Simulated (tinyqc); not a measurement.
Gate work function from the charge.

Inverse problem. For an undoped double gate, Q = 8 eps0 eps_r Vt beta tan(beta)/ts with 0 < beta < pi/2, and at the source (Vg - dphi)/(2 Vt) - ln[(2/ts) sqrt(2 eps0 eps_r Vt/(q ni))] = ln(beta) - ln(cos beta) + 2 r beta tan(beta), r = eps_r tox/(eox ts). Find beta and dphi.

Values chosen for this exercise; material values close to those of silicon: temperature T = 325 K; relative permittivity of the semiconductor eps_r = 11.6; relative permittivity of the gate insulator eox = 3.91; insulator thickness tox = 3.8 nm; body thickness ts = 5 nm; gate voltage Vg = 0.58 V.

Constants: q = 1.602176634e-19 C, kB = 1.380649e-23 J/K, Vt = kB T/q, eps0 = 8.8541878128e-14 F/cm where lengths are in cm. Results are converted to the units shown.

Qs = 33.751808 nC/cm^2
ni = 6.3032254e10 cm^-3

Answer. beta tan(beta) rises from 0 without bound on the interval, so the charge fixes beta; the second relation is then explicit in dphi.

beta = 0.268
dphi = 0.120 V

Computed by the program tinyqc: `OMP_NUM_THREADS=1 python tinyqc.py 2440057 2440058 out.jsonl`, one thread of a shared Intel Xeon 2.30GHz, about 0.02 s for the whole run.
